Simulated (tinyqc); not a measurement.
# Input admittance of a MOSFET at zero drain bias: distributed channel and distributed gate: effects of single changes

Source and drain grounded, strong inversion, w = 2 pi f, Cox = eps0 eox/tox. The channel is an RC line of resistance 1/(mu Cox Vo) per square fed from both ends, so one finger has the intrinsic admittance y = i w Cox L tanh(g)/g per width, g = (1/2) sqrt(i w tau), tau = L^2/(mu Vo). The vertical resistance rv/L is in series with y, the overlaps 2 i w Cov in parallel: y_t = 1/(1/y + rv/L) + 2 i w Cov. The gate strip is a line of Rsh/L per length loaded by y_t, so a finger has Y = y_t Wf tanh(k)/k, k = (Wf/sd) sqrt(y_t Rsh/L); the device has Nf Y.

Values chosen for this exercise; values of the order met in silicon radio-frequency transistors:
```
symbol  value        unit                                                                 meaning
eox       3.9              relative permittivity of the gate insulator (close to silicon dioxide)
tox       1.9          nm                                                     insulator thickness
L        0.22          um                                                          channel length
Wf        1.8          um                                                            finger width
Nf         32                                                                   number of fingers
mu        270  cm^2/(V s)                                                        channel mobility
Vo       0.66           V                                                          gate overdrive
Rsh        25  ohm/square                                            sheet resistance of the gate
rv        3.3    ohm um^2                                  vertical resistivity of the gate stack
sd          2                                       number of ends at which a finger is contacted
Cov      0.37       fF/um                             overlap and fringe capacitance on each side
f          80         GHz                                                               frequency
```

Constants: eps0 = 8.8541878128e-14 F/cm where lengths are in cm. Results are converted to the units shown.

Each table varies one quantity; the others keep the values above.

## Input impedance against frequency

Low-frequency limits, with c = Cox L and ct = c + 2 Cov: R_strip = Rsh Wf/(3 sd^2 L Nf), R_ch = (c/ct)^2 L/(12 mu Cox Vo Wf Nf), R_vert = (c/ct)^2 rv/(L Wf Nf), C = ct Wf Nf. Z = 1/(Nf Y) = R + 1/(i w C), Q = |Im Z|/R, far-point signal |1/cosh k|.

The same in every row: low-frequency R (ohm) = 1.418.

Input impedance against frequency:

| f (GHz) | w tau | \|k\| | R (ohm) | C (fF) | Q | signal at the far point |
|---|---|---|---|---|---|---|
| 0.8 | 0.01365 | 0.04682 | 1.418 | 272.9 | 514.1 | 1.000 |
| 2 | 0.03413 | 0.07403 | 1.418 | 272.9 | 205.6 | 1.000 |
| 4 | 0.06826 | 0.1047 | 1.418 | 272.9 | 102.8 | 1.000 |
| 7 | 0.1195 | 0.1385 | 1.418 | 272.9 | 58.76 | 0.9999 |
| 20 | 0.3413 | 0.2340 | 1.418 | 272.8 | 20.57 | 0.9989 |
| 30 | 0.5120 | 0.2865 | 1.417 | 272.7 | 13.72 | 0.9976 |
| 70 | 1.195 | 0.4359 | 1.416 | 271.7 | 5.911 | 0.9872 |
| 100 | 1.707 | 0.5186 | 1.414 | 270.4 | 4.163 | 0.9748 |
| 300 | 5.120 | 0.8435 | 1.384 | 253.1 | 1.514 | 0.8528 |

R falls from 1.42 to 1.38 ohm and C falls from 273 to 253 fF. Q goes as f^(-1.00) between the first two rows and f^(-0.92) between the last two, where w tau = 5.12 and |k| = 0.843. The low-frequency limits hold both R and C within 5 % up to f = 100 GHz among the rows.

## Dividing a fixed width into fingers

Total width Wf Nf = 58 um; each finger also has a contact resistance Rc at each contacted end, which adds Rc/(sd Nf). The resistances are low-frequency limits, good while |k| is below about 1; the far-point signal is |1/cosh k| at f, without Rc.

The same in every row: R_ch + R_vert (ohm) = 0.87910.

Dividing a fixed width into fingers:

| Nf | Wf (um) | R_strip (ohm) | Rc/(sd Nf) for Rc = 30 ohm (ohm) | sum (ohm) | signal at the far point |
|---|---|---|---|---|---|
| 1 | 58.000 | 549.24 | 15.000 | 565.12 | 2.6787e-5 |
| 2 | 29.000 | 137.31 | 7.5000 | 145.69 | 0.0073195 |
| 4 | 14.500 | 34.328 | 3.7500 | 38.957 | 0.12088 |
| 8 | 7.2500 | 8.5819 | 1.8750 | 11.336 | 0.51633 |
| 16 | 3.6250 | 2.1455 | 0.93750 | 3.9621 | 0.89852 |
| 32 | 1.8125 | 0.53637 | 0.46875 | 1.8842 | 0.98319 |
| 64 | 0.90625 | 0.13409 | 0.23438 | 1.2476 | 0.99648 |
| 128 | 0.45312 | 0.033523 | 0.11719 | 1.0298 | 0.99916 |

Read the table: what changes, and by how much?

R_strip falls as 1/Nf^2, from 549 to 0.0335 ohm, the contact term as 1/Nf, and R_ch + R_vert stays at 0.879 ohm since the total width is fixed. The sum is within a factor 1.5 of that floor from Nf = 64 on. More fingers add wiring capacitance, which is left out.

tinyqc, about 0.01 s, one thread, Intel Xeon 2.30GHz (shared host): `OMP_NUM_THREADS=1 python tinyqc.py 2262132 2262133 out.jsonl`
